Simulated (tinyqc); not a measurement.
Nudged elastic band on a two-dimensional model surface: one step, computed by the program tinyqc. Command: `OMP_NUM_THREADS=1 python tinyqc.py 3012752 3012753 out.jsonl neb walk`. One thread of a shared host (Intel(R) Xeon(R) Processor @ 2.30GHz), about 0.3 s of CPU time with the checks.

V(x, y) = h u^2 + t x + (kappa/2)(y + c u)^2 with u = x^2/w^2 - 1; the path runs from the minimum near (-w, 0) to that near (w, 0).

Problem. Iteration 2. Tangent at image i: towards the higher neighbour if the energies rise or fall through i; at a maximum or minimum, tau = t+ dmax + t- dmin if V(i+1) > V(i-1), else t+ dmin + t- dmax, with t+ = R(i+1) - R(i), t- = R(i) - R(i-1) and dmax, dmin the larger and smaller of |V(i+1) - V(i)| and |V(i-1) - V(i)|; then normalise. Force F = -grad V + (grad V.tau) tau + k_s (|t+| - |t-|) tau. Update R(new) = R + eta F; the end points stay fixed.

Inputs (values chosen for the exercise, for a model surface): height h = 0.71 eV; half width w = 0.96 angstrom; transverse stiffness kappa = 3.6 eV/angstrom^2; curvature c = 0.68 angstrom; tilt t = -0.2 eV/angstrom; spring constant k_s = 2.6 eV/angstrom^2; step factor eta = 0.039 angstrom^2/eV.

Surface: curved double well. Climbing image: off.

images after iteration 1 (angstrom), rows image 1, image 2, image 3, image 4, columns x, y:
$$\begin{pmatrix}
-0.5396760 & 0.0858864 \\
-0.1547570 & 0.1003674 \\
0.2287993 & 0.0865209 \\
0.6107716 & 0.0397514
\end{pmatrix}$$

positions (angstrom), rows start, end, saddle, columns x, y:
$$\begin{pmatrix}
-0.9257368 & 0.0476733 \\
0.9909390 & -0.0445365 \\
-0.0652022 & 0.6768632
\end{pmatrix}$$

Give: unit tangents; forces; images after iteration 2.

Solution.

unit tangents, rows image 1, image 2, image 3, image 4, columns x, y:
$$\begin{pmatrix}
0.9993 & 0.0376 \\
0.9998 & -0.0222 \\
0.9993 & -0.0361 \\
0.9926 & -0.1215
\end{pmatrix}$$

forces (eV/angstrom), rows image 1, image 2, image 3, image 4, columns x, y:
$$\begin{pmatrix}
-0.061 & 1.439 \\
0.041 & 2.006 \\
0.077 & 2.050 \\
0.207 & 1.595
\end{pmatrix}$$

images after iteration 2 (angstrom), rows image 1, image 2, image 3, image 4, columns x, y:
$$\begin{pmatrix}
-0.5421 & 0.1420 \\
-0.1532 & 0.1786 \\
0.2318 & 0.1665 \\
0.6189 & 0.1020
\end{pmatrix}$$
